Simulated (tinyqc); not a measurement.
Absorption edge of a degenerate semiconductor, band filling against gap narrowing: one step of the calculation.

n-type, parabolic bands, full ionisation. eta = (EF - Ec)/kB T solves N = Nc F12(eta), F12(x) = (2/sqrt(pi)) int_0^infinity sqrt(u)/(1 + exp(u - x)) du. The gap shrinks rigidly by dEg = a3 y^(1/3) + a4 y^(1/4) + a2 y^(1/2), y = N/1e18 cm^-3, an empirical law that is here taken as the true narrowing.

Problem. Fermi level. Newton step on ln F12(eta) = ln(N/Nc): eta(new) = eta - ln(Nc F12/N) F12/Fm, Fm(x) = dF12/dx = (1/sqrt(pi)) int_0^infinity u^(-1/2)/(1 + exp(u - x)) du.

Values chosen for this exercise: conduction-band density of states at 250 K, from me Nc = 1.63e17 cm^-3; ionised donor density N = 1.2e18 cm^-3.

eta at the start (Boltzmann value) = 1.9963

Find: F12; Fm; eta after iteration 1.

Solution.

F12 = 2.8183
Fm = 1.4627
eta after iteration 1 = 3.8463

Range of the model: Band tails, non-parabolic bands and incomplete ionisation are left out.

tinyqc, about 0.01 s, one thread, Intel Xeon 2.30GHz (shared host): `OMP_NUM_THREADS=1 python tinyqc.py 2330042 2330043 out.jsonl`
